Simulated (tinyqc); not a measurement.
## Thermionic-field emission through a Schottky barrier, WKB: current against forward bias

Metal on an n-type semiconductor with one parabolic valley; V > 0 is forward bias (metal positive). Energies E are counted from the conduction edge of the neutral semiconductor, whose Fermi level lies at -xi; that of the metal lies at -xi - V. The barrier is a parabola of height Vd = phi - xi - V (depletion approximation, no image force).

Nc = 2 (2 pi me m0 kB T/h^2)^1.5 (times 1e-6 for cm^-3); Nd = Nc F12(-xi/Vt), F12(x) = (2/sqrt(pi)) int_0^infinity sqrt(u)/(1 + exp(u - x)) du; E00 = (hbar/2) sqrt(Nd/(me m0 eps0 eps_r)) in SI units (volts). For E < Vd, ln T(E) = -(Vd/E00) [sqrt(1 - y) - y ln((1 + sqrt(1 - y))/sqrt(y))], y = E/Vd; T(E) = 1 above. J = A* T (q/kB) int_0^infinity T(E) N(E) dE, N = ln[(1 + exp((-xi - E)/Vt))/(1 + exp((-xi - V - E)/Vt))], A* = 4 pi q me m0 kB^2/h^3 (times 1e-4 for A/(cm^2 K^2)). The integral is converged to the digits shown; the share over the barrier is that of E > Vd, and 0 means below 1e-6 %. n = (dV/d ln J)/Vt.

Inputs (values chosen for the exercise); band and dielectric values close to those of indium phosphide: temperature T = 200 K; electron mass me = 0.0791 m0; relative permittivity eps_r = 12.5; barrier height seen from the metal phi = 0.7 eV; donor density Nd = 2.1e19 cm^-3.

Constants: q = 1.602176634e-19 C, kB = 1.380649e-23 J/K, eps0 = 8.8541878128e-12 F/m, hbar = 1.054571817e-34 J s, h = 6.62607015e-34 J s, m0 = 9.1093837015e-31 kg, Vt = kB T/q. Results are converted to the units shown.

Results:

| V (V) | J (A/cm^2) | share over the barrier (%) | mean E/Vd | n |
|---|---|---|---|---|
| 0.069 | 3.912e4 | 0 | 0.2808 | 3.206 |
| 0.134 | 9.918e4 | 0 | 0.2826 | 4.819 |
| 0.264 | 3.935e5 | 0 | 0.3086 | 5.887 |
| 0.33 | 7.461e5 | 0 | 0.3306 | 6.072 |
| 0.395 | 1.378e6 | 0 | 0.3570 | 6.217 |
| 0.46 | 2.509e6 | 1.36e-5 | 0.3883 | 6.386 |
| 0.525 | 4.485e6 | 3.30e-4 | 0.4258 | 6.610 |

Estimate the missing row, V = 0.199 V.

Computed row:

| V (V) | J (A/cm^2) | share over the barrier (%) | mean E/Vd | n |
|---|---|---|---|---|
| 0.199 | 2.040e5 | 0 | 0.2923 | 5.557 |

With this row back in the table: J rises from 39100 to 4.49e6 A/cm^2, and n rises from 3.21 to 6.61. The Padovani-Stratton slope is (E00/Vt) coth(E00/Vt) = 4.97; the middle row is 22 % above it.

Range of the model: The depletion approximation, a parabolic band and the neglect of image-force lowering make these currents estimates at high doping.

Numbers from tinyqc (`OMP_NUM_THREADS=1 python tinyqc.py 2640075 2640076 out.jsonl`; about 0.04 s on one thread of a shared Intel Xeon 2.30GHz).
